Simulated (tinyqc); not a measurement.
Lossy interposer transmission line with skin effect: two steps of the calculation.

A uniform line in a homogeneous dielectric: c = sqrt(er)/(c0 Z0), l = Z0 sqrt(er)/c0 (c0 = 299792458 m/s), g = w c td, w = 2 pi f. The resistance joins its limits as r = sqrt(r_dc^2 + r_hf^2), with r_dc = rho/(wd th), r_hf = kr rho/(2 delta (wd + th)), delta = sqrt(rho/(pi f mu0)), mu0 = 4 pi 1e-7 H/m; this is an interpolation, and internal inductance, up to 0.05 nH/mm at low frequency, is neglected.

Parameters, values chosen for the exercise:
```
symbol,value,unit,meaning
len,29,mm,length
Rg,25,ohm,source resistance
RL,1000,ohm,load resistance
CL,100,fF,load capacitance
f,0.39,GHz,frequency
```

Task 1. Propagation constant and impedance. gamma = sqrt((r + i w l)(g + i w c)) = alpha + i beta, Zc = sqrt((r + i w l)/(g + i w c)), roots with positive real part; loss 8.685889638 alpha in dB; phase velocity w/beta.

r = 2.2327766 ohm/mm
l = 0.49405223 nH/mm
c = 87.831508 pF/m
g = 4.3045208e-4 S/m

Wanted: gamma len; Zc; loss; phase velocity over c0; r/(w l).

Result 1.

gamma len = 0.34742+0.58226i
Zc = 93.399-55.476i ohm
loss = 0.10406 dB/mm
phase velocity over c0 = 0.40710
r/(w l) = 1.8443

r exceeds w l, so the line behaves mainly as an RC line at this frequency.

Task 2. Reflection, input impedance and transfer. ZL = 1/(1/RL + i w CL); reflection (ZL - Zc)/(ZL + Zc); Zin = Zc (ZL + Zc tanh(gamma len))/(Zc + ZL tanh(gamma len)); H = V_load/V_source = [Zin/(Zin + Rg)]/[cosh(gamma len) + (Zc/ZL) sinh(gamma len)].

gamma len = 0.34742340+0.58226104i
Zc = 93.398767-55.476157i ohm

Find: ZL; reflection at the load; Zin; H; |H|.

Result 2.

ZL = 943.35-231.16i ohm
reflection at the load = 0.80513+0.05314i
Zin = 48.32-142.59i ohm
H = 0.88998-0.38333i
|H| = -0.27336 dB

Numbers from tinyqc (`OMP_NUM_THREADS=1 python tinyqc.py 2810228 2810229 out.jsonl`; about 0.01 s on one thread of a shared Intel Xeon 2.30GHz).
